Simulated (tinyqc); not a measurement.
# Ferroelectric switching by domains, Kolmogorov-Avrami-Ishibashi kinetics with Merz's law: effect of the film thickness

A film poled to -Ps gets a pulse V of length t. Field E = V/d, characteristic time tau = t0 exp(Ea/E). The switched share is f = 1 - exp(-(t/tau)^m). P = Ps (2 f - 1).

t10, t50 and t90 are the pulse lengths for f = 0.1, 0.5 and 0.9; f is taken at tp.

Values chosen for this exercise:
```
symbol  value   unit           meaning
t0       0.94     ns    time prefactor
Ea       4600  kV/cm  activation field
m           2          Avrami exponent
V         1.6      V     pulse voltage
tp         42     ns      pulse length
```

Results:

| d (nm) | tau (ns) | t10 (ns) | t50 (ns) | t90 (ns) | f at tp |
|---|---|---|---|---|---|
| 7.5 | 8.120 | 2.636 | 6.761 | 12.32 | 1.000 |
| 9.4 | 14.02 | 4.551 | 11.67 | 21.28 | 0.9999 |
| 15 | 70.15 | 22.77 | 58.40 | 106.4 | 0.3013 |
| 19 | 221.5 | 71.91 | 184.4 | 336.2 | 0.03530 |
| 24 | 932.7 | 302.8 | 776.6 | 1415 | 0.002026 |
| 30 | 5235 | 1699 | 4358 | 7944 | 6.436e-5 |

Estimate the missing row, d = 12 nm.

Computed row:

| d (nm) | tau (ns) | t10 (ns) | t50 (ns) | t90 (ns) | f at tp |
|---|---|---|---|---|---|
| 12 | 29.61 | 9.611 | 24.65 | 44.93 | 0.8663 |

With this row back in the table: As d goes from 7.5 to 30 nm, t50 rises from 6.76 to 4360 ns and f at tp falls from 1.00 to 6.44e-5; t90/t10 stays at 4.67, since only tau changes.

Numbers from tinyqc (`OMP_NUM_THREADS=1 python tinyqc.py 2860040 2860041 out.jsonl`; about 0.01 s on one thread of a shared Intel Xeon 2.30GHz).
